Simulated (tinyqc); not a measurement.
Depth of the donor: donor near an oxide interface in a gate field (two-state model).

Interface at z = 0 (hard wall), donor at z = d, field F pulling electrons to the interface: potential e F z; 1 kV/cm = 1e-5 eV/angstrom, c = hbar^2/2m0, q = e^2/(4 pi eps0), Q = (eps - eo)/(eps + eo). Donor state: E_D = e F d - ED - q Q/(4 eps d), the last term joining the images of ion and electron. Interface state: z exp(-b z/2) exp(-rho^2/(2 L^2)) with E_z = c b^2/(4 mz) + 3 e F/b + q Q b/(8 eps), minimised over b; in the plane at z = 3/b the ion (distance D = d - 3/b) and its image (D' = d + 3/b) give E_rho = c/(mt L^2) - (q/eps)(sqrt(pi)/L)[erfcx(D/L) + Q erfcx(D'/L)], erfcx(x) = exp(x^2) erfc(x), minimised over L. E_I = E_z + E_rho.

The two states couple by t = t0 exp(-D/aD) with t0 = q/(eps aD) (2 aD/L) sqrt(aD b/2) v, v a valley factor; this form is an estimate. With detuning u = E_D - E_I the splitting is sqrt(u^2 + 4 t^2) and the lower state has weight (1 - u/sqrt(u^2 + 4 t^2))/2 on the donor.

Constants: hbar^2/2m0 = 3.80998211 eV angstrom^2; e^2/(4 pi eps0) = 14.39964547 eV angstrom.

Inputs chosen for the exercise (near those of a donor in Si below SiO2, static dielectric constants; not measured data):
```
symbol  value                              unit      meaning
ED      31.6                               meV       bulk binding energy
mz      0.914                              m0        mass across the interface
mt      0.187                              m0        mass in the plane
eps     11.3                                         dielectric constant of the semiconductor
eo      3.9                                          dielectric constant of the oxide
aD      21.8                               angstrom  donor radius
v       0.55                                         valley factor
dl      (60, 80, 105, 135, 170, 215, 270)  angstrom  depths
```

Critical field, and the coupling, E_rho and L at that field.

Results:
```
d (angstrom)  critical field (kV/cm)  e F d/ED  t (meV)  E_rho (meV)  L (angstrom)
60                              95.7     1.817      7.0       -23.65            53
80                              65.8     1.665      2.6       -18.23            65
105                             47.0     1.560     0.78       -14.21            79
135                             34.7     1.484     0.19       -11.28            96
170                             26.5     1.425    0.039        -9.11           113
215                             20.2     1.374   0.0050        -7.32           134
270                             15.6     1.332  0.00042        -5.92           158
```

The critical field falls from 96 to 16 kV/cm, with exponent -1.21 in d, while t drops by a factor 1.7e+04, about e for each 22 angstrom at the end (aD = 21.8). One lattice plane (1.36 angstrom) of misplacement changes t by 6 % and the critical field by about 1.6 % at 105 angstrom.

tinyqc: `OMP_NUM_THREADS=1 python tinyqc.py 1282743 1282744 out.jsonl`; about 0.07 s, one thread, shared Intel(R) Xeon(R) Processor @ 2.30GHz.
